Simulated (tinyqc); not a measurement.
Double-gate transistor, scale length and short-channel effects: one step of the calculation.

A body of thickness ts between two insulators of thickness ti and two tied gates. Below threshold the potential that source and drain add obeys Laplace's equation and vanishes on the gate. Its lowest mode decays along the channel as exp(-k y); k is the smallest positive root of the matching condition at the interface, and the scale length is Lambda = pi/k.

Task. Threshold shift, barrier position and swing. Along the channel psi(y) = s + a exp(y/l) + b exp(-y/l) with psi(0) = Vbi, psi(L) = Vbi + Vds and l = 1/k = Lambda/pi; with A = Vbi - s, B = A + Vds, x = exp(-L/l): a = (B - A x) x/(1 - x^2), b = (A - B x)/(1 - x^2). The minimum is s + 2 sqrt(a b), at y = (l/2) ln(b/a). The long-channel potential follows the gate as s = sT + (Vg - VTL)/m, and the threshold VT is the gate voltage at which the minimum equals sT. Swing = m Vt ln 10/g at threshold, g = d(minimum)/ds = 1 - (b x + a)/((1 + x) sqrt(a b)).

Parameters, values chosen for the exercise; permittivities: semiconductor made up, insulator close to that of silicon dioxide: temperature T = 325 K; channel length L = 42 nm; potential of the source Vbi = 0.93 V; potential of the barrier top at threshold sT = 0.56 V; long-channel threshold VTL = 0.33 V; long-channel body factor m = 1; drain voltage Vds = 0.8 V.

Constants: q = 1.602176634e-19 C, kB = 1.380649e-23 J/K, Vt = kB T/q. Results are converted to the units shown.

l = 8.6566140 nm

Give: s at threshold; a; b; position of the minimum; VT; swing.

Result.

s at threshold = 0.4165 V
a = 0.01023 V
b = 0.5033 V
position of the minimum = 16.86 nm
VT = 0.1865 V
swing = 80.19 mV/decade

The threshold lies 144 mV below the long-channel value, and the barrier top sits at 0.40 L from the source.

Computed by the program tinyqc: `OMP_NUM_THREADS=1 python tinyqc.py 2420031 2420032 out.jsonl`, one thread of a shared Intel Xeon 2.30GHz, about 0.01 s for the whole run.
